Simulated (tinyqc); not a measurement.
Composition from the perpendicular lattice constant.

Problem. The layer is x parts of the first compound and 1 - x of the second, grown coherently on the second as substrate and barrier. Rows of the table: lattice constant a, average valence level Ea on an absolute scale, spin-orbit splitting so, gaps at Gamma, X and L, hydrostatic deformation potentials av and ac (Gamma), shear potential b, elastic constants, electron and heavy-hole (along z) masses. All are interpolated linearly in x; gaps get -C x (1 - x), taken wholly in the conduction band; real line-ups can differ from this model by 0.1 eV or more. In-plane strain e = (a_substrate - a)/a, e_z = -2 (c12/c11) e, volume change 2 e + e_z. X-ray diffraction gives a_z = a (1 + e_z) of the coherent layer. Find x, e and the relaxed Gamma gap.

Parameters, values chosen for the exercise: bowing of the Gamma gap CG = 0.19 eV; bowing of the X gap CX = 0.24 eV; bowing of the L gap CL = 0.16 eV.

Binary compounds, values chosen for the exercise:
```
              close to GaP  close to GaAs
a (angstrom)         5.451          5.653
Ea (eV)               -7.4          -6.92
so (eV)             0.0798          0.342
EG (eV)               2.77            1.4
EX (eV)               2.27           1.88
EL (eV)               2.58           1.71
av (eV)               1.68           1.15
ac (eV)              -7.23          -7.26
b (eV)               -1.82          -1.69
c11 (GPa)              140            119
c12 (GPa)             62.7           54.1
me (m0)              0.132         0.0674
mh (m0)               0.33          0.355
```

lattice constant along the growth direction = 5.55677565 angstrom

Answer. a_z changes steadily with x, about (1 + 2 c12/c11) times as fast as the relaxed lattice constant, so one composition matches.

x = 0.250
e = 0.901 %
relaxed Gamma gap = 1.71 eV

Numbers from tinyqc (`OMP_NUM_THREADS=1 python tinyqc.py 2690031 2690032 out.jsonl`; about 0.01 s on one thread of a shared Intel Xeon 2.30GHz).
